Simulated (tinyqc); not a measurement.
Carrier lifetime from Shockley-Read-Hall, radiative, Auger and surface recombination. Inputs raised by 2 %, one at a time. Computed by tinyqc, a small Python program. Command: `OMP_NUM_THREADS=1 python tinyqc.py 3024183 3024184 out.jsonl lifetime sens`. One thread of a shared host (Intel(R) Xeon(R) Processor @ 2.30GHz), about 0.01 s of CPU time with the checks.

Energies are counted from the top of the valence band. Boltzmann statistics, full ionisation, and equal excess densities of electrons and holes.

Inputs (values chosen for the exercise, with bands modelled on ZnSe):
```
quantity                          value        unit
gap E_g                            2.68          eV
electron mass m_e                  0.15         m_0
valleys M_c                           1           -
hole mass m_h                     0.744         m_0
temperature T                       300           K
doping N                          1e+14       cm^-3
trap level E_t                     2.28          eV
trap density N_t                7.6e+14       cm^-3
electron cross-section sigma_n    7e-14        cm^2
hole cross-section sigma_p      1.4e-15        cm^2
radiative coefficient B         2.2e-10      cm^3/s
Auger coefficient C_n           2.5e-31      cm^6/s
Auger coefficient C_p           5.1e-32      cm^6/s
excess density dn               1.3e+12       cm^-3
diffusion coefficient D             2.4      cm^2/s
surface velocity S                   14        cm/s
thickness W                          27  micrometre
```

Doping: n-type. Surface term: two equal surfaces.

Constants: m_0 = 9.1093837015e-31 kg; k_B = 1.380649e-23 J/K; h = 6.62607015e-34 J s; k_B = 8.617333262e-05 eV/K.

Method:
- N_c = 2 M_c (2 pi m_e k_B T/h^2)^(3/2) and N_v = 2 (2 pi m_h k_B T/h^2)^(3/2), masses in units of m_0.
- n_i = sqrt(N_c N_v) exp(-E_g/2 k_B T); majority density N/2 + sqrt(N^2/4 + n_i^2), minority density n_i^2 over it.
- v = sqrt(3 k_B T/m) with m_e or m_h; tau_n0 = 1/(sigma_n v_n N_t), tau_p0 = 1/(sigma_p v_p N_t); n1 = N_c exp(-(E_g - E_t)/k_B T), p1 = N_v exp(-E_t/k_B T).
- The slowest diffusion mode has x tan x = S W/(2 D) with 0 < x < pi/2 (bisection), and tau_s = W^2/(4 x^2 D). The common approximation is W/(2 S) + W^2/(pi^2 D).
- With n = n_0 + dn, p = p_0 + dn and U/dn = 1/tau: (n p - n_i^2)/dn = n_0 + p_0 + dn = s; 1/tau_SRH = s/[tau_p0 (n + n1) + tau_n0 (p + p1)]; 1/tau_rad = B s; 1/tau_Aug = (C_n n + C_p p) s; the rates add, with 1/tau_s.
- Radiative efficiency = tau_eff/tau_rad; effective diffusion length = sqrt(D tau_eff).

Runs; columns: (1) input moved; (2) from; (3) to; (4) effective lifetime at dn (s); (5) tau_SRH at dn (s); (6) radiative efficiency at dn; (7) effective diffusion length at dn (micrometre):
```
(1)                                    (2)        (3)        (4)        (5)       (6)    (7)
base run                                 -          -  6.945e-08  6.961e-08  0.001548  4.083
trap density N_t (cm^-3)           7.6e+14  7.752e+14  6.809e-08  6.824e-08  0.001518  4.043
hole cross-section sigma_p (cm^2)  1.4e-15  1.428e-15  6.809e-08  6.824e-08  0.001518  4.043
trap level E_t (eV)                   2.28     2.3256  7.037e-08  7.053e-08  0.001568  4.110
surface velocity S (cm/s)               14      14.28  6.945e-08  6.961e-08  0.001548  4.083
thickness W (micrometre)                27      27.54  6.945e-08  6.961e-08  0.001548  4.083
temperature T (K)                      300        306  6.884e-08  6.900e-08  0.001534  4.065
diffusion coefficient D (cm^2/s)       2.4      2.448  6.945e-08  6.961e-08  0.001548  4.123
```

Exponents ln(y'/y) / ln(x'/x):
```
input                       effective lifetime at dn  tau_SRH at dn  radiative efficiency at dn  effective diffusion length at dn
trap density N_t                              -0.998         -1.000                      -0.998                            -0.499
hole cross-section sigma_p                    -0.998         -1.000                      -0.998                            -0.499
trap level E_t                                 0.662          0.664                       0.662                             0.331
surface velocity S                            -0.001          0.000                      -0.001                             0.000
thickness W                                    0.001          0.000                       0.001                             0.000
temperature T                                 -0.444         -0.445                      -0.444                            -0.222
diffusion coefficient D                        0.000          0.000                       0.000                             0.500
```

Which inputs matter most for each result?

Among the inputs moved here: effective lifetime at dn answers most in size to trap density N_t (exponent -0.998), and about equally to hole cross-section sigma_p (-0.998); its exponent is below 0.0005 for diffusion coefficient D. Its exponent -0.998 in trap density N_t: SRH recombination rules. tau_SRH at dn answers most in size to trap density N_t (exponent -1.000), and about equally to hole cross-section sigma_p (-1.000); its exponent is below 0.0005 for surface velocity S, thickness W, diffusion coefficient D. Its exponent -1.000 in trap density N_t: both capture times go as 1/N_t. Radiative efficiency at dn answers most in size to trap density N_t (exponent -0.998), and about equally to hole cross-section sigma_p (-0.998); its exponent is below 0.0005 for diffusion coefficient D. effective diffusion length at dn answers most in size to diffusion coefficient D (exponent +0.500), and about equally to trap density N_t (-0.499), hole cross-section sigma_p (-0.499); its exponent is below 0.0005 for surface velocity S, thickness W.

Caution (all rows): the trap density is not small against the doping, so trapped charge breaks the equality of the excess densities.

Extremes, crossings and ranges named in words are read from the listed rows.
